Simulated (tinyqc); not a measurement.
Inside a calculation. Method: CCSD on RHF in the sto-3g basis, frozen core, for BeH+, spin multiplicity 1. One step of it, computed by the program tinyqc.

Question. CCSD: starting amplitudes. t_ij^ab = <ij||ab> / (e_i + e_j - e_a - e_b), whose energy is MP2.

orbital energies (hartree): MO1 -5.012739, MO2 -0.709034, MO3 -0.260082, MO4 -0.137551, MO5 -0.137551, MO6 0.259008

Two-electron integrals over orbitals (pq|rs), unique and non-zero (hartree); the lowest 1 orbital is frozen and left out:
```
(22|22) 0.509206    (32|22) -0.067635   (32|32) 0.040777    (33|22) 0.320481
(33|32) 0.031305    (33|33) 0.458738    (42|42) 0.043354    (43|42) 0.031792
(43|43) 0.051242    (44|22) 0.362051    (44|32) 0.023867    (44|33) 0.395884
(44|44) 0.449859    (52|52) 0.043354    (53|52) 0.031792    (53|53) 0.051242
(54|54) 0.024249    (55|22) 0.362051    (55|32) 0.023867    (55|33) 0.395884
(55|44) 0.401360    (55|55) 0.449859    (62|22) 0.047591    (62|32) -0.048509
(62|33) -0.024857   (62|44) -0.060257   (62|55) -0.060257   (62|62) 0.121641
(63|22) -0.056070   (63|32) 0.035220    (63|33) 0.056675    (63|44) 0.021972
(63|55) 0.021972    (63|62) -0.050696   (63|63) 0.052498    (64|42) -0.028936
(64|43) -0.012851   (64|64) 0.025316    (65|52) -0.028936   (65|53) -0.012851
(65|65) 0.025316    (66|22) 0.509183    (66|32) -0.067934   (66|33) 0.348671
(66|44) 0.366097    (66|55) 0.366097    (66|62) 0.077943    (66|63) -0.057591
(66|66) 0.548279
```

Give: Starting amplitudes; correlation energy.

Answer.

Starting amplitudes (spin orbitals 1a, 1b, ...; amplitudes related by a flip of all spins are not repeated):
```
from      to        t
2a 2b  6a 6b  -0.0628
2a 2b  3a 3b  -0.0454
2a 2b  4a 4b  -0.0379
2a 2b  5a 5b  -0.0379
2a 2b  3a 6b   0.0342
```

correlation energy = -0.016105 hartree
